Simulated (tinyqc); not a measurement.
Sharpness of the interface: valley splitting of a silicon quantum well in envelope theory.

The well lies at 0 < z < L; U(z) = V0 [1/(1 + exp(z/w)) + 1/(1 + exp((L - z)/w))] - e F z, 1 mV/nm = 1e-4 eV/angstrom. The envelope psi solves -(c/ml) psi'' + U psi = E psi, c = hbar^2/2m0, by three-point differences on a grid of 0.1 angstrom from -40 to L + 40 angstrom. The two valleys at +/- k0 couple through D = C0 times the integral of exp(-i q z) U(z) psi^2, q = 2 k0 (2 pi/a), and split by Ev = 2|D|.

Random alloy: with Y(z) = Yw + (Yb - Yw) B(z), B the bracket in U, and in-plane density exp(-r^2/ad^2)/(pi ad^2), D gains a random complex part of variance sigma^2 = (C0^2/pi)(a^2 V0/(8 ad (Yb - Yw)))^2 (4/a) times the integral of psi^4 Y (1 - Y). Alone it gives a mean splitting sqrt(pi) sigma; together with the smooth part the rms splitting is 2 sqrt(|D|^2 + sigma^2).

Constants: hbar^2/2m0 = 3.80998211 eV angstrom^2.

Values chosen for the exercise (near those of a strained Si well in SiGe; shifted at random, so the results belong to these values and not to a real crystal): L = 86 angstrom (well width); V0 = 0.17 eV (conduction offset); ml = 0.918 m0 (mass along z); F = 10.3 mV/nm (field pressing towards the upper interface); k0 = 0.849 2 pi/a (valley position); a = 5.431 angstrom (lattice constant); C0 = 0.257 (Bloch overlap factor); Yb = 0.25 (Ge share of the barrier); Yw = 0 (Ge share of the well); ad = 120 angstrom (dot radius); ws = (0.4, 0.6, 0.8, 1.5, 2.2, 3.3, 4.5) angstrom (interface widths).

The smooth part 2|D| and the disorder part against w, beside y/sinh(y) with y = pi q w. The 12 to 88 % width of the step is 4w.

Results:
```
w (angstrom)  4w (angstrom)  2|D| (micro-eV)  y/sinh(y)  sqrt(pi) sigma (micro-eV)
0.4                     1.6           114.40       0.42                       15.7
0.6                     2.4            50.19       0.18                       16.8
0.8                     3.2            19.76      0.071                       18.2
1.5                     6.0             0.53     0.0018                       24.1
2.2                     8.8             0.01    3.4e-05                       30.8
3.3                    13.2             0.00    5.8e-08                       40.9
4.5                    18.0             0.00    4.8e-11                       50.9
```

The smooth part needs a Fourier component of U psi^2 at a wavelength of 3.20 angstrom; from the first row to the third it falls by a factor 5.79, while y/sinh(y) falls by 5.95 (the envelope near the step and the phase between the two interfaces change too). The disorder part goes from 15.7 to 50.9 micro-eV, growing as the electron overlaps more alloy. It takes over between w = 0.8 and 1.5 angstrom, that is a step 3.2 to 6.0 angstrom wide, with 1.36 angstrom to an atomic layer.

Run: tinyqc, `OMP_NUM_THREADS=1 python tinyqc.py 1252174 1252175 out.jsonl`; Intel(R) Xeon(R) Processor @ 2.30GHz, one thread, shared host; about 0.1 s of CPU time with all checks.
